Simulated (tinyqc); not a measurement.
Cahn-Hilliard equation on a periodic one-dimensional grid. The time step. Computed by tinyqc, a small Python program. Command: `OMP_NUM_THREADS=1 python tinyqc.py 3022837 3022838 out.jsonl cahn sweep`. One thread of a shared host (Intel(R) Xeon(R) Processor @ 2.30GHz), about 0.3 s of CPU time with the checks.

Free energy F = h sum_j [A (c_j^2 - 1)^2/4 + (kappa/2) ((c_(j+1) - c_j)/h)^2]; dc/dt = Lap(mu), mu = A (c^3 - c) - kappa Lap(c), Lap(y)_j = (y_(j+1) - 2 y_j + y_(j-1))/h^2, mobility 1; the grid has n = 12 points.

Inputs (values chosen for the exercise, in reduced units):

| quantity | value | unit |
|---|---|---|
| spacing h | 1.3 | - |
| well depth A | 1.1 | - |
| gradient coefficient kappa | 0.88 | - |
| mean composition c0 | -0.23 | - |
| noise amplitude | 0.05 | - |
| end time | 60 | - |

Scheme: semi-implicit Fourier.

random numbers: -0.291  0.091  0.151  0.061  -0.799  0.125  -0.083  0.111  -0.430  -0.935  0.047  0.651

Method:
- f'' = A (3 c0^2 - 1). Mode m has lambda_m = (4/h^2) sin^2(pi m/n) and the rate w_m = -lambda_m (f'' + kappa lambda_m). In the continuum the fastest wavelength is 2 pi sqrt(2 kappa/|f''|) with the rate f''^2/(4 kappa). Explicit steps near c = +-1, where f'' = 2A, are stable for dt < 2/(16 kappa/h^4 + 8 A/h^2).
- Start: c_j = c0 + amplitude x (z_j - mean of z).
- With Fourier components y_m = sum_j y_j exp(-2 pi i j m/n): c_m(new) = [c_m - dt lambda_m N_m]/(1 + dt kappa lambda_m^2), N = A (c^3 - c), lambda_m = (4/h^2) sin^2(pi m/n).
- Run to the end time; break off if |c| exceeds 3 or F has risen by more than 1e-9 in more than 30 steps. Domains = stretches with c > c0.

One run for each value:

| time step dt | F at the end | F after one step | explicit limit of dt |
|---|---|---|---|
| 0.035 | 1.775 | 3.849 | 0.1973 |
| 0.057 | 1.774 | 3.849 | 0.1973 |
| 0.092 | 1.774 | 3.849 | 0.1973 |
| 0.150 | 1.773 | 3.848 | 0.1973 |
| 0.240 | 1.772 | 3.848 | 0.1973 |
| 0.390 | 1.771 | 3.848 | 0.1973 |
| 0.630 | 1.771 | 3.848 | 0.1973 |

What does the table show, and why?

Over the rows, F at the end falls from 1.775 to 1.771; F after one step falls from 3.84869 to 3.84812; explicit limit of dt does not change. Against the smallest step the final F differs by at most 0.21 %: the implicit fourth-order term lets dt pass the explicit limit.

Extremes, crossings and ranges named in words are read from the listed rows.
